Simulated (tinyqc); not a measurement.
Vertical double-diffused power MOSFET, components of the on-resistance: two steps of the calculation.

Stripe cells of pitch Wp + a, two channels a cell. Current flows through the channels, spreads in the accumulation layer, passes the gap between the p bodies and spreads at 45 degrees into the drift layer below them. Low drain voltage, full ionisation.

Values chosen for this exercise; bulk values close to those of gallium nitride: temperature T = 450 K; relative permittivity eps_r = 9.45; critical-field constant Kc = 25900 V/cm per (cm^-3)^(1/8); rated breakdown voltage of the drift layer BV = 1700 V; drift mobility at 300 K mud = 918 cm^2/(V s); temperature exponent of the drift mobility bt = 2.3; gate oxide thickness (eps_r 3.9) tox = 38 nm; gate overdrive Vov = 8 V; channel mobility mch = 28 cm^2/(V s); accumulation-layer mobility mac = 170 cm^2/(V s); channel length Lc = 0.7 um; width of the p body in one cell, channels included Wp = 6.6 um; gap between neighbouring p bodies a = 2.5 um; depth of the p body xp = 1.8 um; doping of the gap over the drift doping Nj = 1; built-in voltage of the body junction Vbi = 2.96 V; substrate and contact resistance Rs = 0.32 mohm cm^2.

Constants: q = 1.602176634e-19 C, eps0 = 8.8541878128e-14 F/cm where lengths are in cm. Results are converted to the units shown.

Question 1. Drift layer. Triangular field at breakdown with Ec = Kc N^(1/8): BV = eps0 eps_r Ec^2/(2 q N), so N = (eps0 eps_r Kc^2/(2 q BV))^(4/3); W = 2 BV/Ec; mu = mud (T/300 K)^(-bt); rho = 1/(q mu N); ideal resistance rho W.

Wanted: N; Ec; W; mu; rho; ideal resistance.

Answer 1.

N = 1.041e16 cm^-3
Ec = 2.603 MV/cm
W = 13.06 um
mu = 361.3 cm^2/(V s)
rho = 1.660 ohm cm
ideal resistance = 2.168 mohm cm^2

Question 2. Components of the on-resistance. Pitch p = Wp + a, Cox = 3.9 eps0/tox; zero-bias depletion in the gap w0 = sqrt(2 eps0 eps_r Vbi/(q N Nj)), open gap g = a - 2 w0; R_ch = Lc p/(2 mch Cox Vov); R_acc = 0.6 a p/(4 mac Cox Vov), 0.6 being an empirical factor for current leaving the layer along its length; R_gap = (rho/Nj) xp p/g; spreading depth t = min(W, (p - g)/2); R_drift = (rho p/2) ln((g + 2 t)/g) + rho (W - t); R_on = the sum with Rs.

N = 1.0406891e16 cm^-3
W = 13.062131 um
mu = 361.27074 cm^2/(V s)
rho = 1.6601060 ohm cm

Find: w0; g; components; R_on; shares.

Answer 2.

w0 = 0.54505 um
g = 1.4099 um
components (mohm cm^2): channel 1.5647, accumulation 0.27612, gap 1.9287, drift 2.9387, substrate 0.32000
R_on = 7.0282 mohm cm^2
shares (%): channel 22.263, accumulation 3.929, gap 27.442, drift 41.813, substrate 4.553

The drift term is the largest. R_on is 3.24 times the ideal drift resistance, and spreading raises the drift term to 1.36 times it.

Program tinyqc, `OMP_NUM_THREADS=1 python tinyqc.py 2230053 2230054 out.jsonl`; Intel Xeon 2.30GHz, shared host, one thread, about 0.01 s.
